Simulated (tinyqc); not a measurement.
Inside a calculation. Model: Schottky barrier on an n-type semiconductor, non-linear Poisson equation by Newton steps.

tinyqc, about 0.04 s, one thread, Intel Xeon 2.30GHz (shared host): `OMP_NUM_THREADS=1 python tinyqc.py 2020011 2020012 out.jsonl` Printed values are rounded.

One dimension, metal at x = 0, donor density C(x) = Nd, uniform. Energies are counted from the electron Fermi level of the semiconductor and the conduction-band edge is Ec = -psi, so n = Nc exp(psi/Vt); holes follow the Fermi level of the metal, at -V, so p = Nv exp((V - psi - Eg)/Vt). Ends: psi(0) = V - phiB and psi = Vt ln(Nd/Nc) deep inside. Boltzmann statistics, full ionisation, no current, no image force in the Poisson equation.

Inputs (values chosen for the exercise); band and dielectric values close to those of cadmium telluride: temperature T = 300 K; band gap Eg = 1.5 eV; relative permittivity eps_r = 10.3; conduction-band density of states at T Nc = 8.14e17 cm^-3; valence-band density of states at T Nv = 1.79e19 cm^-3; donor density deep in the semiconductor Nd = 1.8e17 cm^-3; barrier height phiB = 0.75 eV; bias of the metal against the semiconductor V = 0 V.

Constants: q = 1.602176634e-19 C, kB = 1.380649e-23 J/K, Vt = kB T/q, eps0 = 8.8541878128e-14 F/cm where lengths are in cm. Results are converted to the units shown.

Range of the model: The donor density exceeds a fifth of the band density of states, where Boltzmann statistics begin to fail.

## End potentials, built-in voltage, Debye length

psi_0 = V - phiB, psi_b = Vt ln(Nd/Nc), Vbi = phiB - Vt ln(Nc/Nd), LD = sqrt(eps0 eps_r Vt/(q Nd)), W = sqrt(2 eps0 eps_r (Vbi - V)/(q Nd)), hole density at the metal p_0 = Nv exp((phiB - Eg)/Vt).

psi_0 = -0.75 V
psi_b = -0.0390108 V
Vbi = 0.710989 V
LD = 9.04167 nm
W for uniform Nd = 67.0576 nm
p_0 = 4.50202e6 cm^-3

The hole density at the metal is 2.5e-11 times Nd, so holes hardly matter.

## Doping on the mesh

| node | x (nm) |
|---|---|
| 0 | 0 |
| 1 | 7.4 |
| 2 | 15.8 |
| 3 | 25.5 |
| 4 | 36.4 |
| 5 | 48.9 |
| 6 | 63.2 |
| 7 | 79.4 |
| 8 | 97.9 |
| 9 | 119 |
| 10 | 143 |
| 11 | 171 |

C = Nd, uniform, taken at the nodes.

| node | donor density C (cm^-3) |
|---|---|
| 0 | 1.8e17 |
| 1 | 1.8e17 |
| 2 | 1.8e17 |
| 3 | 1.8e17 |
| 4 | 1.8e17 |
| 5 | 1.8e17 |
| 6 | 1.8e17 |
| 7 | 1.8e17 |
| 8 | 1.8e17 |
| 9 | 1.8e17 |
| 10 | 1.8e17 |
| 11 | 1.8e17 |

## Couplings between neighbouring nodes

a_i = eps0 eps_r/h_i for the interval from node i to i + 1, with h_i = x_(i+1) - x_i in cm.

| interval | coupling a_i (F/cm^2) |
|---|---|
| 0 | 1.23241e-6 |
| 1 | 1.08569e-6 |
| 2 | 9.40187e-7 |
| 3 | 8.36680e-7 |
| 4 | 7.29585e-7 |
| 5 | 6.37749e-7 |
| 6 | 5.62951e-7 |
| 7 | 4.92963e-7 |
| 8 | 4.32219e-7 |
| 9 | 3.79992e-7 |
| 10 | 3.25708e-7 |

## Starting potential

A straight line in x from psi_0 = V - phiB to psi_b = Vt ln(Nd/Nc).

| node | psi at the start (V) |
|---|---|
| 0 | -0.750000 |
| 1 | -0.719232 |
| 2 | -0.684306 |
| 3 | -0.643975 |
| 4 | -0.598655 |
| 5 | -0.546682 |
| 6 | -0.487225 |
| 7 | -0.419868 |
| 8 | -0.342948 |
| 9 | -0.255218 |
| 10 | -0.155430 |
| 11 | -0.039011 |

## Iteration 1: densities, residual and Jacobian diagonal

n_i = Nc exp(psi_i/Vt), p_i = Nv exp((V - psi_i - Eg)/Vt), rho_i = p_i - n_i + C_i, g_i = (n_i + p_i)/Vt. Box widths w_i = (h_(i-1) + h_i)/2 in cm. Residual F_i = a_i (psi_(i+1) - psi_i) - a_(i-1) (psi_i - psi_(i-1)) + q rho_i w_i; Jacobian: a_(i-1) and a_i beside the diagonal, b_i = -a_(i-1) - a_i - q g_i w_i on it. The two end nodes are fixed.

| node | n (cm^-3) | p (cm^-3) |
|---|---|---|
| 0 | 2.04729e5 | 4.50202e6 |
| 1 | 6.73066e5 | 1.36939e6 |
| 2 | 2.59887e6 | 3.54651e5 |
| 3 | 1.23685e7 | 74519.7 |
| 4 | 7.13944e7 | 12909.9 |
| 5 | 5.33053e8 | 1729.08 |
| 6 | 5.31623e9 | 173.373 |
| 7 | 7.19697e10 | 12.8067 |
| 8 | 1.41042e12 | 0.653491 |
| 9 | 4.19904e13 | 0.0219501 |
| 10 | 1.99303e15 | 4.62458e-4 |
| 11 | 1.8e17 | 5.12052e-6 |

| node | residual F (C/cm^2) | diagonal b (F/cm^2) |
|---|---|---|
| 1 | 2.27830e-8 | -2.31810e-6 |
| 2 | 2.60995e-8 | -2.02588e-6 |
| 3 | 2.97044e-8 | -1.77687e-6 |
| 4 | 3.37418e-8 | -1.56627e-6 |
| 5 | 3.86445e-8 | -1.36733e-6 |
| 6 | 4.39797e-8 | -1.20070e-6 |
| 7 | 5.00360e-8 | -1.05592e-6 |
| 8 | 5.71011e-8 | -9.25199e-7 |
| 9 | 6.50172e-8 | -8.12798e-7 |
| 10 | 7.41516e-8 | -7.37815e-7 |

## Iteration 1: Newton step

Solve the tridiagonal system a_(i-1) d_(i-1) + b_i d_i + a_i d_(i+1) = -F_i for nodes 1 to 10, with d = 0 on fixed nodes. If the largest |d| exceeds 4 Vt, the whole step is scaled down so that it equals 4 Vt.

| node | Newton step d, before damping (V) |
|---|---|
| 1 | 0.18868 |
| 2 | 0.38187 |
| 3 | 0.57720 |
| 4 | 0.76119 |
| 5 | 0.92594 |
| 6 | 1.05383 |
| 7 | 1.12057 |
| 8 | 1.09530 |
| 9 | 0.93441 |
| 10 | 0.58174 |

| node | psi after iteration 1 (V) |
|---|---|
| 0 | -0.750000 |
| 1 | -0.701821 |
| 2 | -0.649067 |
| 3 | -0.590711 |
| 4 | -0.528411 |
| 5 | -0.461235 |
| 6 | -0.389977 |
| 7 | -0.316460 |
| 8 | -0.241872 |
| 9 | -0.168990 |
| 10 | -0.101746 |
| 11 | -0.039011 |

## Course of the Newton iteration

Stop when the largest undamped |d| is below 1e-9 V, or after 80 iterations.

Course of the iteration:

| iteration | largest \|F\| (C/cm^2) | largest \|d\| (V) | at node |
|---|---|---|---|
| 1 | 7.42e-8 | 1.12 | 7 |
| 2 | 6.32e-8 | 0.886 | 7 |
| 3 | 4.53e-8 | 0.542 | 6 |
| 4 | 3.06e-8 | 0.255 | 5 |
| 5 | 1.68e-8 | 0.0843 | 4 |
| 6 | 1.67e-8 | 9.82e-3 | 6 |
| 7 | 2.08e-9 | 1.52e-3 | 6 |
| 8 | 3.81e-11 | 2.86e-5 | 6 |
| 9 | 1.29e-14 | 9.69e-9 | 6 |
| 10 | < 1e-20 | < 1e-12 | 6 |

Converged in 10 iterations. Once the step is below 0.1 Vt, 3 more iteration(s) reach the threshold: near the solution the error is roughly squared each time.

## Converged densities, field and barrier lowering

| node | converged psi (V) |
|---|---|
| 0 | -0.750000 |
| 1 | -0.604221 |
| 2 | -0.459727 |
| 3 | -0.320630 |
| 4 | -0.199828 |
| 5 | -0.107449 |
| 6 | -0.058071 |
| 7 | -0.042879 |
| 8 | -0.039636 |
| 9 | -0.039093 |
| 10 | -0.039019 |
| 11 | -0.039011 |

n and p as above; E_i = -(psi_(i+1) - psi_i)/h_i; at the metal |E_0| = |E on interval 0| + q rho_0 (h_0/2)/(eps0 eps_r), rho_0 = p_0 - n_0 + C_0; image-force lowering dphi = sqrt(q |E_0|/(4 pi eps0 eps_r)).

| node | n (cm^-3) | p (cm^-3) |
|---|---|---|
| 0 | 2.04729e5 | 4.50202e6 |
| 1 | 5.75650e7 | 16011.4 |
| 2 | 1.54012e10 | 59.8457 |
| 3 | 3.34404e12 | 0.275623 |
| 4 | 3.57817e14 | 0.00257588 |
| 5 | 1.27513e16 | 7.22822e-5 |
| 6 | 8.61154e16 | 1.07030e-5 |
| 7 | 1.54985e17 | 5.94697e-6 |
| 8 | 1.75700e17 | 5.24584e-6 |
| 9 | 1.79428e17 | 5.13684e-6 |
| 10 | 1.79940e17 | 5.12224e-6 |
| 11 | 1.8e17 | 5.12052e-6 |

| interval | field E (kV/cm) |
|---|---|
| 0 | -196.999 |
| 1 | -172.017 |
| 2 | -143.398 |
| 3 | -110.828 |
| 4 | -73.903 |
| 5 | -34.531 |
| 6 | -9.378 |
| 7 | -1.753 |
| 8 | -0.257 |
| 9 | -0.031 |
| 10 | -0.003 |

|E_0| at the metal = 208.699 kV/cm
image-force lowering = 54.0154 mV

A mesh of about 1000 nodes or more gives |E_0| = 208.2 kV/cm; the 12-node value is 0.26 % above it.

## Check against the first integral

First integral for uniform doping: E_0^2 = (2 q/(eps0 eps_r)) [Nd (U - Vt + Vt exp(-U/Vt)) + Vt p_0], U = Vbi - V, Vbi = phiB - Vt ln(Nc/Nd), p_0 = Nv exp((phiB - Eg)/Vt) (deep holes neglected). Image-force lowering dphi = sqrt(q E_0/(4 pi eps0 eps_r)), at x_m = sqrt(q/(16 pi eps0 eps_r E_0)). Depletion approximation: E = sqrt(2 q Nd U/(eps0 eps_r)).

E_0 = 208.162 kV/cm
dphi = 53.9459 mV
x_m = 1.29576 nm
field in the depletion approximation = 212.053 kV/cm

The depletion approximation is 1.9 % above the exact field. The lowering is 2.1 Vt, a factor of 8.06 in a thermionic current.
